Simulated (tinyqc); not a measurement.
Worked calculation: G0W0 on RHF in the 6-31g basis, for H3+, spin multiplicity 1. Computed by tinyqc, a small Python program that keeps every step (integrals from PySCF). Settings: charge = 1, multiplicity = 1, basis = 6-31g, method = RHF, energy threshold = 1e-10, iteration cap = 64, orthogonalisation = symmetric, start = core, DIIS depth = 6. Command: `OMP_NUM_THREADS=1 python tinyqc.py 31586 31587 out.jsonl` (the two numbers bound the seeds that draw the settings). One thread of a shared host (Intel(R) Xeon(R) Processor @ 2.60GHz), about 0.04 s of CPU time with the checks. The early iterations of the SCF are left out here.

## One-electron integrals

Geometry (angstrom):
```
atom        x        y         z
H     0.00000  0.00000   0.00000
H     0.00000  0.00000   0.99900
H     0.00000  0.33300  -0.94100
```

Basis 6-31g: exponents (1/bohr^2) and contraction coefficients of normalised primitives:
```
element  l (shell)  exponent  coefficient
H            s (1)  18.73114      0.03349
H            s (1)   2.82539      0.23473
H            s (1)   0.64012      0.81376
H            s (2)   0.16128      1.00000
```

Overlap, kinetic and nuclear-attraction integrals over the contracted functions; the nuclear repulsion is the sum of Za Zb / Rab.

nuclear repulsion = 1.3286872 hartree

overlap S, order 1H 1s, 1H 2s, 2H 1s, 2H 2s, 3H 1s, 3H 2s:
```
[[1.00000, 0.65829, 0.25395, 0.41211, 0.25448, 0.41242],
 [0.65829, 1.00000, 0.41211, 0.75022, 0.41242, 0.75057],
 [0.25395, 0.41211, 1.00000, 0.65829, 0.00810, 0.10723],
 [0.41211, 0.75022, 0.65829, 1.00000, 0.10723, 0.32768],
 [0.25448, 0.41242, 0.00810, 0.10723, 1.00000, 0.65829],
 [0.41242, 0.75057, 0.10723, 0.32768, 0.65829, 1.00000]]
```

kinetic energy T (hartree), order 1H 1s, 1H 2s, 2H 1s, 2H 2s, 3H 1s, 3H 2s:
```
[[1.39568, 0.25974, 0.02865, 0.11154, 0.02906, 0.11171],
 [0.25974, 0.24192, 0.11154, 0.14672, 0.11171, 0.14684],
 [0.02865, 0.11154, 1.39568, 0.25974, -0.01597, -0.00883],
 [0.11154, 0.14672, 0.25974, 0.24192, -0.00883, 0.02031],
 [0.02906, 0.11171, -0.01597, -0.00883, 1.39568, 0.25974],
 [0.11171, 0.14684, -0.00883, 0.02031, 0.25974, 0.24192]]
```

nuclear attraction V (hartree), order 1H 1s, 1H 2s, 2H 1s, 2H 2s, 3H 1s, 3H 2s:
```
[[-2.71130, -1.42954, -0.59019, -0.88653, -0.59164, -0.88730],
 [-1.42954, -1.56334, -0.82354, -1.13872, -0.82435, -1.13932],
 [-0.59019, -0.82354, -2.45089, -1.26277, -0.01863, -0.21755],
 [-0.88653, -1.13872, -1.26277, -1.37007, -0.21760, -0.51243],
 [-0.59164, -0.82435, -0.01863, -0.21760, -2.45132, -1.26303],
 [-0.88730, -1.13932, -0.21755, -0.51243, -1.26303, -1.37028]]
```

core Hamiltonian H = T + V (hartree), order 1H 1s, 1H 2s, 2H 1s, 2H 2s, 3H 1s, 3H 2s:
```
[[-1.31562, -1.16980, -0.56154, -0.77499, -0.56258, -0.77559],
 [-1.16980, -1.32142, -0.71200, -0.99200, -0.71264, -0.99248],
 [-0.56154, -0.71200, -1.05522, -1.00304, -0.03460, -0.22637],
 [-0.77499, -0.99200, -1.00304, -1.12816, -0.22643, -0.49213],
 [-0.56258, -0.71264, -0.03460, -0.22643, -1.05564, -1.00329],
 [-0.77559, -0.99248, -0.22637, -0.49213, -1.00329, -1.12837]]
```

## Two-electron integrals

Functions are numbered as in S; the eight-fold symmetry (ij|kl) = (ji|kl) = (kl|ij) leaves the list below.

Two-electron integrals (ij|kl) in chemists' order, unique and non-zero (hartree):
```
(11|11) 1.07657   (21|11) 0.57847   (21|21) 0.32942   (22|11) 0.58740
(22|21) 0.36130   (22|22) 0.45315   (31|11) 0.20601   (31|21) 0.12007
(31|22) 0.13586   (31|31) 0.06010   (32|11) 0.24000   (32|21) 0.14941
(32|22) 0.18968   (32|31) 0.08131   (32|32) 0.12800   (33|11) 0.52000
(33|21) 0.33284   (33|22) 0.44225   (33|31) 0.20601   (33|32) 0.35252
(33|33) 1.07657   (41|11) 0.35252   (41|21) 0.20200   (41|22) 0.22374
(41|31) 0.08131   (41|32) 0.10411   (41|33) 0.24000   (41|41) 0.12800
(42|11) 0.40753   (42|21) 0.25308   (42|22) 0.32436   (42|31) 0.10974
(42|32) 0.16465   (42|33) 0.40753   (42|41) 0.16465   (42|42) 0.25505
(43|11) 0.33284   (43|21) 0.21156   (43|22) 0.28083   (43|31) 0.12007
(43|32) 0.20200   (43|33) 0.57847   (43|41) 0.14941   (43|42) 0.25308
(43|43) 0.32942   (44|11) 0.44225   (44|21) 0.28083   (44|22) 0.37946
(44|31) 0.13586   (44|32) 0.22374   (44|33) 0.58740   (44|41) 0.18968
(44|42) 0.32436   (44|43) 0.36130   (44|44) 0.45315   (51|11) 0.20650
(51|21) 0.12035   (51|22) 0.13615   (51|31) 0.03459   (51|32) 0.04266
(51|33) 0.09164   (51|41) 0.06777   (51|42) 0.08449   (51|43) 0.06008
(51|44) 0.08742   (51|51) 0.06035   (52|11) 0.24030   (52|21) 0.14959
(52|22) 0.18987   (52|31) 0.04261   (52|32) 0.05584   (52|33) 0.12220
(52|41) 0.08354   (52|42) 0.11456   (52|43) 0.08031   (52|44) 0.11964
(52|51) 0.08155   (52|52) 0.12820   (53|11) 0.00764   (53|21) 0.00430
(53|22) 0.00459   (53|31) 0.00158   (53|32) 0.00193   (53|33) 0.00427
(53|41) 0.00264   (53|42) 0.00323   (53|43) 0.00271   (53|44) 0.00356
(53|51) 0.00159   (53|52) 0.00193   (53|53) 0.00006   (54|11) 0.07086
(54|21) 0.04313   (54|22) 0.05246   (54|31) 0.01269   (54|32) 0.01632
(54|33) 0.03554   (54|41) 0.02445   (54|42) 0.03254   (54|43) 0.02330
(54|44) 0.03415   (54|51) 0.02199   (54|52) 0.03242   (54|53) 0.00057
(54|54) 0.00850   (55|11) 0.52038   (55|21) 0.33305   (55|22) 0.44243
(55|31) 0.09148   (55|32) 0.12212   (55|33) 0.26884   (55|41) 0.18247
(55|42) 0.25772   (55|43) 0.17695   (55|44) 0.26712   (55|51) 0.20650
(55|52) 0.35281   (55|53) 0.00427   (55|54) 0.08505   (55|55) 1.07657
(61|11) 0.35281   (61|21) 0.20216   (61|22) 0.22391   (61|31) 0.06767
(61|32) 0.08352   (61|33) 0.18252   (61|41) 0.12040   (61|42) 0.15021
(61|43) 0.11772   (61|44) 0.16224   (61|51) 0.08155   (61|52) 0.10430
(61|53) 0.00265   (61|54) 0.02945   (61|55) 0.24030   (61|61) 0.12820
(62|11) 0.40777   (62|21) 0.25323   (62|22) 0.32453   (62|31) 0.08436
(62|32) 0.11451   (62|33) 0.25778   (62|41) 0.15018   (62|42) 0.21471
(62|43) 0.16704   (62|44) 0.23836   (62|51) 0.11002   (62|52) 0.16486
(62|53) 0.00323   (62|54) 0.04362   (62|55) 0.40777   (62|61) 0.16486
(62|62) 0.25529   (63|11) 0.07083   (63|21) 0.04311   (63|22) 0.05244
(63|31) 0.02194   (63|32) 0.03239   (63|33) 0.08505   (63|41) 0.02942
(63|42) 0.04360   (63|43) 0.04957   (63|44) 0.05642   (63|51) 0.01271
(63|52) 0.01633   (63|53) 0.00057   (63|54) 0.00480   (63|55) 0.03554
(63|61) 0.02445   (63|62) 0.03255   (63|63) 0.00850   (64|11) 0.19071
(64|21) 0.11744   (64|22) 0.14768   (64|31) 0.04451   (64|32) 0.06243
(64|33) 0.14598   (64|41) 0.07294   (64|42) 0.10629   (64|43) 0.09263
(64|44) 0.12494   (64|51) 0.04460   (64|52) 0.06248   (64|53) 0.00152
(64|54) 0.01731   (64|55) 0.14598   (64|61) 0.07299   (64|62) 0.10633
(64|63) 0.01731   (64|64) 0.04866   (65|11) 0.33305   (65|21) 0.21168
(65|22) 0.28093   (65|31) 0.05997   (65|32) 0.08026   (65|33) 0.17695
(65|41) 0.11768   (65|42) 0.16699   (65|43) 0.11642   (65|44) 0.17506
(65|51) 0.12035   (65|52) 0.20216   (65|53) 0.00271   (65|54) 0.04957
(65|55) 0.57847   (65|61) 0.14959   (65|62) 0.25323   (65|63) 0.02330
(65|64) 0.09263   (65|65) 0.32942   (66|11) 0.44243   (66|21) 0.28093
(66|22) 0.37956   (66|31) 0.08726   (66|32) 0.11956   (66|33) 0.26712
(66|41) 0.16217   (66|42) 0.23829   (66|43) 0.17506   (66|44) 0.25953
(66|51) 0.13615   (66|52) 0.22391   (66|53) 0.00356   (66|54) 0.05642
(66|55) 0.58740   (66|61) 0.18987   (66|62) 0.32453   (66|63) 0.03415
(66|64) 0.12494   (66|65) 0.36130   (66|66) 0.45315
```

## Orthogonalisation

S = U s U^T; symmetric (Loewdin) form X = U s^(-1/2) U^T, so that X^T S X = 1.

eigenvalues of S: [0.06067, 0.25835, 0.42907, 0.67712, 1.40587, 3.16892]

X, order 1H 1s, 1H 2s, 2H 1s, 2H 2s, 3H 1s, 3H 2s:
```
[[1.27914, -0.60851, -0.04898, 0.08074, -0.04929, 0.08087],
 [-0.60851, 2.72632, -0.01232, -1.04945, -0.01227, -1.05031],
 [-0.04898, -0.01232, 1.25915, -0.48682, 0.01030, 0.05295],
 [0.08074, -1.04945, -0.48682, 1.82478, 0.05298, 0.26328],
 [-0.04929, -0.01227, 0.01030, 0.05298, 1.25919, -0.48679],
 [0.08087, -1.05031, 0.05295, 0.26328, -0.48679, 1.82560]]
```

## Iteration 6 (converged): orbitals

converged F (hartree), order 1H 1s, 1H 2s, 2H 1s, 2H 2s, 3H 1s, 3H 2s:
```
[[-0.42787, -0.78484, -0.48380, -0.57727, -0.48444, -0.57765],
 [-0.78484, -0.77519, -0.52722, -0.60639, -0.52764, -0.60663],
 [-0.48380, -0.52722, -0.25059, -0.58989, -0.11783, -0.25498],
 [-0.57727, -0.60639, -0.58989, -0.56548, -0.25507, -0.38250],
 [-0.48444, -0.52764, -0.11783, -0.25507, -0.25075, -0.59011],
 [-0.57765, -0.60663, -0.25498, -0.38250, -0.59011, -0.56564]]
```

Diagonalise F' = X^T F X, C = X C', fill 1 alpha and 1 beta electrons from the bottom; D = 2 C_occ C_occ^T. Each column has its largest component positive (the first on a tie).

F' = X^T F X (hartree):
```
[[0.17310, -0.64835, -0.25374, -0.09607, -0.25435, -0.09602],
 [-0.64835, 0.07469, -0.15439, -0.19597, -0.15438, -0.19607],
 [-0.25374, -0.15439, 0.21837, -0.51131, 0.02736, -0.00421],
 [-0.09607, -0.19597, -0.51131, -0.00271, -0.00421, -0.08218],
 [-0.25435, -0.15438, 0.02736, -0.00421, 0.21854, -0.51136],
 [-0.09602, -0.19607, -0.00421, -0.08218, -0.51136, -0.00259]]
```

orbital energies (hartree): [-0.97972, -0.37487, -0.03241, 0.55371, 0.64549, 0.86721]

coefficients C, order 1H 1s, 1H 2s, 2H 1s, 2H 2s, 3H 1s, 3H 2s:
```
[[0.34263, -0.00017, 0.26558, -0.57197, 0.00114, -1.22854],
 [0.39806, -0.00021, 1.99663, 0.85845, -0.00270, 2.26406],
 [0.22218, 0.30517, -0.08940, -0.75769, -0.91350, 0.51852],
 [0.08329, 0.56821, -1.36798, 0.32361, 1.02316, -1.18069],
 [0.22237, -0.30493, -0.08955, -0.75847, 0.91129, 0.52139],
 [0.08325, -0.56747, -1.36967, 0.32449, -1.01940, -1.18414]]
```

D after iteration 6, order 1H 1s, 1H 2s, 2H 1s, 2H 2s, 3H 1s, 3H 2s:
```
[[0.23480, 0.27278, 0.15225, 0.05707, 0.15238, 0.05705],
 [0.27278, 0.31690, 0.17688, 0.06631, 0.17703, 0.06628],
 [0.15225, 0.17688, 0.09873, 0.03701, 0.09881, 0.03699],
 [0.05707, 0.06631, 0.03701, 0.01387, 0.03704, 0.01387],
 [0.15238, 0.17703, 0.09881, 0.03704, 0.09890, 0.03703],
 [0.05705, 0.06628, 0.03699, 0.01387, 0.03703, 0.01386]]
```

## Convergence

Stop when the energy changes by less than 1e-10 hartree and every element of the error matrix X^T (F D S - S D F) X is below 3e-06.

Course of the cycle:
```
iteration  E (hartree)     change  largest element of the error matrix
1           -1.1484423          -                             2.35e-01
2           -1.1977777  -4.93e-02                             2.11e-02
3           -1.1985247  -7.47e-04                             1.31e-03
4           -1.1985285  -3.80e-06                             8.72e-05
5           -1.1985285  -9.82e-09                             5.77e-06
6           -1.1985285  -8.23e-11                             9.37e-09
```

PySCF RHF in the same basis = -1.1985285 hartree

Converged in 6 iterations.

## Integrals over molecular orbitals

(pq|rs) = sum C_ip C_jq C_kr C_ls (ij|kl), one index at a time.

one-electron integrals over orbitals h = C^T H C (hartree):
```
[[-1.54749, 0.00013, -0.08374, 0.08336, -0.00011, 0.07609],
 [0.00013, -1.13843, -0.00009, -0.00013, 0.15131, 0.00015],
 [-0.08374, -0.00009, -0.75619, -0.05166, -0.00023, 0.21339],
 [0.08336, -0.00013, -0.05166, -0.29029, 0.00016, -0.03807],
 [-0.00011, 0.15131, -0.00023, 0.00016, -0.13141, 0.00010],
 [0.07609, 0.00015, 0.21339, -0.03807, 0.00010, -0.14606]]
```

Two-electron integrals over orbitals (pq|rs), unique and non-zero (hartree):
```
(11|11) 0.56777     (21|11) -0.00013    (21|21) 0.12056     (22|11) 0.44206
(22|21) 0.00013     (22|22) 0.44297     (31|11) 0.08374     (31|21) 2.57e-05
(31|22) -0.00614    (31|31) 0.06567     (32|11) 0.00006     (32|21) -0.08463
(32|22) -0.00012    (32|31) -4.81e-05   (32|32) 0.08923     (33|11) 0.39473
(33|21) -0.00010    (33|22) 0.36404     (33|31) 0.02087     (33|32) 0.00009
(33|33) 0.34662     (41|11) -0.08336    (41|21) 0.00008     (41|22) -0.07530
(41|31) -0.00310    (41|32) -2.67e-05   (41|33) -0.04317    (41|41) 0.05593
(42|11) 0.00010     (42|21) -0.06389    (42|22) -0.00006    (42|31) 1.76e-06
(42|32) 0.03849     (42|33) 4.38e-05    (42|41) -0.00006    (42|42) 0.06034
(43|11) 0.02428     (43|21) 1.57e-05    (43|22) 0.03465     (43|31) -0.00634
(43|32) -1.81e-05   (43|33) 0.01236     (43|41) -0.00806    (43|42) 1.49e-05
(43|43) 0.02028     (44|11) 0.44996     (44|21) -0.00014    (44|22) 0.40781
(44|31) 0.02611     (44|32) 0.00009     (44|33) 0.34399     (44|41) -0.06386
(44|42) 0.00010     (44|43) 0.03600     (44|44) 0.41512     (51|11) 0.00011
(51|21) -0.06143    (51|22) -0.00010    (51|31) 4.90e-05    (51|32) 0.03287
(51|33) 0.00005     (51|41) -0.00005    (51|42) 0.05409     (51|43) -1.95e-05
(51|44) 0.00006     (51|51) 0.05026     (52|11) -0.10637    (52|21) -0.00013
(52|22) -0.10417    (52|31) 0.00176     (52|32) 0.00007     (52|33) -0.04666
(52|41) 0.05828     (52|42) 0.00011     (52|43) -0.02741    (52|44) -0.09987
(52|51) 0.00014     (52|52) 0.08424     (53|11) 0.00014     (53|21) 0.00099
(53|22) 0.00007     (53|31) 4.26e-05    (53|32) 0.01663     (53|33) 0.00009
(53|41) -2.85e-05   (53|42) -0.02210    (53|43) -2.03e-05   (53|44) 0.00009
(53|51) -0.01897    (53|52) -0.00011    (53|53) 0.02949     (54|11) -0.00011
(54|21) 0.12451     (54|22) 0.00022     (54|31) -6.71e-06   (54|32) -0.09201
(54|33) -0.00009    (54|41) 4.35e-05    (54|42) -0.07677    (54|43) 3.18e-05
(54|44) -0.00011    (54|51) -0.07186    (54|52) -0.00021    (54|53) 0.00555
(54|54) 0.14699     (55|11) 0.41358     (55|21) 0.00036     (55|22) 0.42157
(55|31) -0.01034    (55|32) -0.00030    (55|33) 0.34133     (55|41) -0.08035
(55|42) -0.00022    (55|43) 0.03582     (55|44) 0.40169     (55|51) -0.00027
(55|52) -0.11194    (55|53) 0.00007     (55|54) 0.00052     (55|55) 0.42504
(61|11) -0.07609    (61|21) -0.00007    (61|22) 0.01686     (61|31) -0.06633
(61|32) 0.00008     (61|33) -0.03058    (61|41) 0.01132     (61|42) 0.00006
(61|43) 0.02637     (61|44) -0.00287    (61|51) -3.04e-05   (61|52) -0.01847
(61|53) -0.00008    (61|54) -4.92e-05   (61|55) 0.02653     (61|61) 0.10237
(62|11) -0.00011    (62|21) 0.05998     (62|22) -4.35e-05   (62|31) 0.00006
(62|32) -0.03558    (62|33) -0.00007    (62|41) 0.00010     (62|42) -0.04654
(62|43) -4.78e-05   (62|44) -0.00016    (62|51) -0.04271    (62|52) -1.54e-05
(62|53) 0.01892     (62|54) 0.06982     (62|55) 0.00008     (62|61) -0.00013
(62|62) 0.04467     (63|11) -0.13986    (63|21) 0.00008     (63|22) -0.07035
(63|31) -0.04703    (63|32) -7.63e-06   (63|33) -0.05747    (63|41) 0.04528
(63|42) -0.00009    (63|43) -0.00309    (63|44) -0.08233    (63|51) -0.00011
(63|52) 0.04687     (63|53) -3.34e-05   (63|54) 0.00008     (63|55) -0.06327
(63|61) 0.05727     (63|62) 0.00008     (63|63) 0.07879     (64|11) 0.02470
(64|21) 0.00019     (64|22) -0.04591    (64|31) 0.05275     (64|32) -0.00017
(64|33) -0.00120    (64|41) 0.02326     (64|42) -0.00012    (64|43) -0.01677
(64|44) -0.01734    (64|51) -4.88e-05   (64|52) 0.03920     (64|53) 3.28e-05
(64|54) 0.00017     (64|55) -0.05920    (64|61) -0.06402    (64|62) 0.00019
(64|63) -0.02166    (64|64) 0.06845     (65|11) -0.00007    (65|21) -0.08602
(65|22) -0.00010    (65|31) -0.00014    (65|32) 0.07162     (65|33) 2.38e-05
(65|41) -3.69e-05   (65|42) 0.05795     (65|43) 2.55e-05    (65|44) 0.00008
(65|51) 0.05248     (65|52) 0.00009     (65|53) -0.00133    (65|54) -0.10408
(65|55) -0.00030    (65|61) 0.00024     (65|62) -0.04813    (65|63) 0.00005
(65|64) -0.00029    (65|65) 0.08033     (66|11) 0.55782     (66|21) -0.00035
(66|22) 0.41549     (66|31) 0.09872     (66|32) 0.00022     (66|33) 0.39551
(66|41) -0.09619    (66|42) 0.00025     (66|43) 0.00990     (66|44) 0.43502
(66|51) 0.00029     (66|52) -0.09695    (66|53) 0.00015     (66|54) -0.00039
(66|55) 0.39672     (66|61) -0.12022    (66|62) -0.00021    (66|63) -0.15967
(66|64) 0.04812     (66|65) 0.00007     (66|66) 0.60591
```

## Screening: direct RPA

With D = e_a - e_i and K = (ia|jb): diagonalise D^(1/2) (D + 4K) D^(1/2) = Z w^2 Z^T; X + Y = D^(1/2) Z w^(-1/2), each column of Z with its largest component positive (the first on a tie); E_c = (sum w - tr (D + 2K)) / 2.

D^(1/2) (D + 4K) D^(1/2) (hartree^2), order 1>2, 1>3, 1>4, 1>5, 1>6:
```
[[0.65752, 0.00008, 0.00030, -0.24363, -0.00031],
 [0.00008, 1.14626, -0.01496, 0.00024, -0.35097],
 [0.00030, -0.01496, 2.69448, -0.00033, 0.07623],
 [-0.24363, 0.00024, -0.00033, 2.96806, -0.00021],
 [-0.00031, -0.35097, 0.07623, -0.00021, 4.16745]]
```

excitation energies w (hartree): [0.79505, 1.05166, 1.64029, 1.73017, 2.05223]

X + Y, order 1>2, 1>3, 1>4, 1>5, 1>6:
```
[[0.86751, 0.00011, 0.00001, -0.06133, -0.00004],
 [-0.00016, 0.94292, 0.00147, 0.00007, -0.07735],
 [-0.00018, 0.00470, 0.96561, -0.00107, 0.04406],
 [0.14831, -0.00012, 0.00115, 0.96397, -0.00017],
 [0.00012, 0.15081, -0.05421, 0.00026, 0.94126]]
```

RPA correlation energy = -0.0389656 hartree

## G0W0 on Hartree-Fock: HOMO

W(p,q,m) = sqrt2 sum_ia (pq|ia) (X+Y)_ia,m; Sigma_c(x) = sum_(i,m) W^2/(x - e_i + w_m) + sum_(a,m) W^2/(x - e_a - w_m); solve x = e_p + Sigma_c(x) by Newton steps; Z = 1/(1 - dSigma/dx); 1 hartree = 27.211386 eV.

The 12 largest terms at x = e_p (hartree; W for the signs of X + Y given):
```
q  m         W      term
2  1   0.13502  -0.01302
1  2   0.09488   0.00856
1  3  -0.10783   0.00709
1  5  -0.11564   0.00652
6  5   0.14423  -0.00534
2  4  -0.09421  -0.00380
3  5  -0.09568  -0.00305
3  2   0.07341  -0.00270
4  3   0.07551  -0.00180
5  1  -0.06483  -0.00174
5  4   0.07385  -0.00163
6  2  -0.06655  -0.00153
```

Newton steps (hartree):
```
step         x  Sigma_c(x)        Z
0     -0.97972    -0.01254  0.96840
1     -0.99187    -0.01215  0.96834
2     -0.99187    -0.01215  0.96834
```

quasiparticle energy of the HOMO = -26.99022 eV

Hartree-Fock value = -26.65966 eV

## G0W0 on Hartree-Fock: LUMO

As before.

The 12 largest terms at x = e_p (hartree; W for the signs of X + Y given):
```
q  m         W      term
1  1   0.13502   0.01302
3  1  -0.09693  -0.00826
2  3  -0.10414  -0.00661
1  4  -0.09421   0.00380
4  1  -0.06704  -0.00261
5  3   0.08101  -0.00247
4  4   0.07928  -0.00236
6  1   0.06462  -0.00205
6  4  -0.06343  -0.00135
3  4   0.05215  -0.00131
2  5   0.01842  -0.00017
5  5  -0.02114  -0.00015
```

Newton steps (hartree):
```
step         x  Sigma_c(x)        Z
0     -0.37487    -0.01054  0.97295
1     -0.38513    -0.01025  0.97303
2     -0.38513    -0.01025  0.97303
```

quasiparticle energy of the LUMO = -10.47984 eV

Hartree-Fock value = -10.20084 eV
